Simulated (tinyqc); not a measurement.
# p-i-n power rectifier, conductivity modulation at high injection: effects of single changes

A drift layer from x = -d to d (2 d = W) between ideal p+ and n+ emitters (no recombination in them). High injection, n = p, ambipolar diffusion with one lifetime; both mobilities scale as (T/300 K)^(-bt).

Inputs (values chosen for the exercise); bulk values close to those of 4H silicon carbide:
- T = 400 K (temperature)
- eps_r = 9.7 (relative permittivity)
- Kc = 23300 V/cm per (cm^-3)^(1/8) (critical-field constant)
- BV = 3400 V (rated breakdown voltage of the drift layer)
- mud = 779 cm^2/(V s) (drift mobility at 300 K)
- bt = 2 (temperature exponent of the drift mobility)
- mup = 104 cm^2/(V s) (hole mobility at 300 K)
- Eg = 3.18 eV (band gap)
- Nc = 2.62e19 cm^-3 (conduction-band density of states at T)
- Nv = 3.85e19 cm^-3 (valence-band density of states at T)
- J = 50 A/cm^2 (forward current density)
- a = 500 A/(cm^2 us) (ramp rate of the current at turn-off)
- tau = 1.7e-6 s (high-level lifetime)

Constants: q = 1.602176634e-19 C, kB = 1.380649e-23 J/K, Vt = kB T/q, eps0 = 8.8541878128e-14 F/cm where lengths are in cm. Results are converted to the units shown.

Each table varies one quantity; the others keep the values above.

## Forward voltage and stored charge against the high-level lifetime

Triangular field at breakdown with Ec = Kc N^(1/8): BV = eps0 eps_r Ec^2/(2 q N), so N = (eps0 eps_r Kc^2/(2 q BV))^(4/3); W = 2 BV/Ec; mu = mud (T/300 K)^(-bt); rho = 1/(q mu N); ideal resistance rho W. Da = 2 mun mup Vt/(mun + mup), La = sqrt(Da tau), B = (mun - mup)/(mun + mup) with mun = mud (T/300 K)^(-bt), mup likewise; n(x) = (tau J/(2 q La)) [cosh(x/La)/sinh(d/La) - B sinh(x/La)/cosh(d/La)]. Ohmic drop: integral of J/(q (mun + mup) n); diffusion (Dember) drop Vt B ln(n(-d)/n(d)); both junctions together Vt ln(n(-d) n(d)/ni^2), ni = sqrt(Nc Nv) exp(-Eg/(2 Vt)), Eg in volts; V_F = the sum; stored charge q times the integral of n. Integrals on a fine grid. Peak reverse current if all stored charge left in a linear ramp without recombination (an upper bound): sqrt(2 a Q). Rows where n falls below the doping are left out.

The same in every row: J rho W (V) = 0.7424.

Forward voltage and stored charge against the high-level lifetime:

| tau (s) | d/La | drift drop, ohmic and diffusion (V) | junction drops (V) | V_F (V) | Q (uC/cm^2) | sqrt(2 a Q) (A/cm^2) | lowest n over N |
|---|---|---|---|---|---|---|---|
| 1.4e-7 | 2.382 | 0.3518 | 2.676 | 3.028 | 7.000 | 83.67 | 1.180 |
| 3e-7 | 1.627 | 0.1451 | 2.714 | 2.859 | 15.00 | 122.5 | 4.058 |
| 6.2e-7 | 1.132 | 0.07124 | 2.758 | 2.829 | 31.00 | 176.1 | 11.40 |
| 1.3e-6 | 0.7816 | 0.03621 | 2.804 | 2.840 | 65.00 | 255.0 | 29.33 |
| 2.7e-6 | 0.5423 | 0.01853 | 2.851 | 2.870 | 135.0 | 367.4 | 68.53 |
| 5.6e-6 | 0.3766 | 0.009309 | 2.899 | 2.909 | 280.0 | 529.2 | 151.4 |
| 1.2e-5 | 0.2573 | 0.004453 | 2.950 | 2.955 | 600.0 | 774.6 | 335.2 |
| 2.4e-5 | 0.1819 | 0.002253 | 2.998 | 3.000 | 1200 | 1095 | 680.4 |
| 5.1e-5 | 0.1248 | 0.001067 | 3.049 | 3.050 | 2550 | 1597 | 1457 |

What does the comparison show?

V_F goes from 3.03 through a minimum of 2.83 (at tau = 6.2e-7 among the rows listed) to 3.05 V; the drift drop falls from 0.352 to 0.00107 V and the junction drops rise from 2.68 to 3.05 V. The minimum falls at d/La = 1.1: a short lifetime starves the middle of the layer, a long one raises the edge densities and with them the junction drops. Where n exceeds a few 1e17 cm^-3, emitter and Auger recombination, left out here, lower n and change V_F.

## Forward voltage and stored charge against the rated breakdown voltage of the drift layer

Same model as above.

The same in every row: sqrt(2 a Q) (A/cm^2) = 291.5.

Forward voltage and stored charge against the rated breakdown voltage of the drift layer:

| BV (V) | d/La | drift drop, ohmic and diffusion (V) | junction drops (V) | V_F (V) | Q (uC/cm^2) | lowest n over N | J rho W (V) |
|---|---|---|---|---|---|---|---|
| 850 | 0.1356 | 0.001259 | 2.926 | 2.927 | 85.00 | 38.51 | 0.02320 |
| 1200 | 0.2028 | 0.002792 | 2.899 | 2.902 | 85.00 | 40.37 | 0.05494 |
| 1600 | 0.2837 | 0.005388 | 2.877 | 2.882 | 85.00 | 41.62 | 0.1128 |
| 2300 | 0.4332 | 0.01215 | 2.849 | 2.861 | 85.00 | 42.22 | 0.2794 |
| 3200 | 0.6368 | 0.02492 | 2.826 | 2.851 | 85.00 | 40.91 | 0.6380 |
| 4400 | 0.9234 | 0.04902 | 2.804 | 2.853 | 85.00 | 36.97 | 1.414 |
| 6100 | 1.352 | 0.09986 | 2.783 | 2.883 | 85.00 | 30.08 | 3.201 |
| 8500 | 1.991 | 0.2263 | 2.767 | 2.993 | 85.00 | 21.37 | 7.336 |

What does the table show?

V_F goes from 2.93 through a minimum of 2.85 (at BV = 3200 among the rows listed) to 2.99 V; the drift drop rises from 0.00126 to 0.226 V and the junction drops fall from 2.93 to 2.77 V. The unipolar drop J rho W is below V_F for BV up to 4400.

tinyqc, about 0.01 s, one thread, Intel Xeon 2.30GHz (shared host): `OMP_NUM_THREADS=1 python tinyqc.py 2230032 2230033 out.jsonl`
